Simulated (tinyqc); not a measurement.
## Short-channel transistor, virtual-source model with series resistance: effect of the series resistance of each contact on the on and off currents

The current per gate width is the charge at the top of the source barrier (the virtual source) times its velocity times a saturation function; al and be are fitting constants of the model. Units: I in uA/um, Rs in ohm um, so I Rs = 1e-6 I Rs in volts; Q in uC/cm^2, so I = 1e-4 Q vx0 Fsat with vx0 in cm/s.

Intrinsic voltages Vg' = Vgs - I Rs, Vd' = Vds - 2 I Rs. n = n0 + nd Vd', VT = VT0 - dl Vd', Ff = 1/(1 + exp((Vg' - VT + al Vt/2)/(al Vt))), Q = Cinv n Vt ln(1 + exp((Vg' - VT + al Vt Ff)/(n Vt))), Vdsat = (vx0 L/mu)(1 - Ff) + Vt Ff, Fsat = u/(1 + u^be)^(1/be) with u = Vd'/Vdsat, and I = Q vx0 Fsat per width. I is solved self-consistently. Ion is I at Vgs = Vds = 0.5 V, Ioff at Vgs = 0, Vds = 0.5 V, and Rlin = Vds/I at Vgs = 0.5 V, Vds = 0.05 V.

Inputs (values chosen for the exercise):
- T = 325 K (temperature)
- Cinv = 3.36 uF/cm^2 (inversion capacitance)
- vx0 = 8.32e6 cm/s (velocity at the virtual source)
- mu = 600 cm^2/(V s) (apparent mobility)
- L = 25 nm (channel length)
- VT0 = 0.273 V (threshold at zero drain voltage)
- dl = 0.026 V/V (drain-induced barrier lowering)
- n0 = 1.23 (subthreshold factor)
- nd = 0.1 1/V (growth of n with drain voltage)
- al = 3.5 (threshold shift (in units of Vt) from weak to strong inversion)
- be = 1.8 (sharpness of saturation)

Constants: q = 1.602176634e-19 C, kB = 1.380649e-23 J/K, Vt = kB T/q. Results are converted to the units shown.

Results:
```
Rs (ohm um),Ion (uA/um),Ioff (nA/um),log10(Ion/Ioff),Rlin (ohm um)
0,681.6,816.2,2.922,96.08
25,637.1,815.7,2.893,125.7
50,598.3,815.3,2.866,166.9
100,534.0,814.4,2.817,261.4
150,482.8,813.5,2.773,359.9
300,376.8,810.8,2.667,658.7
400,329.7,809.0,2.610,858.5
```

Estimate the missing row, Rs = 200 ohm um.

Computed row:
```
Rs (ohm um),Ion (uA/um),Ioff (nA/um),log10(Ion/Ioff),Rlin (ohm um)
200,441.0,812.6,2.735,459.2
```

With this row back in the table: As Rs goes from 0 to 400 ohm um, Ion falls from 682 to 330 uA/um, Ioff falls from 816 to 809 nA/um and Rlin rises from 96.1 to 859 ohm um. Ion changes by a factor of 0.484 and Ioff by 0.991. The off current drops so little voltage over Rs that it changes by under 1 %.

Numbers from tinyqc (`OMP_NUM_THREADS=1 python tinyqc.py 2380098 2380099 out.jsonl`; about 0.01 s on one thread of a shared Intel Xeon 2.30GHz).
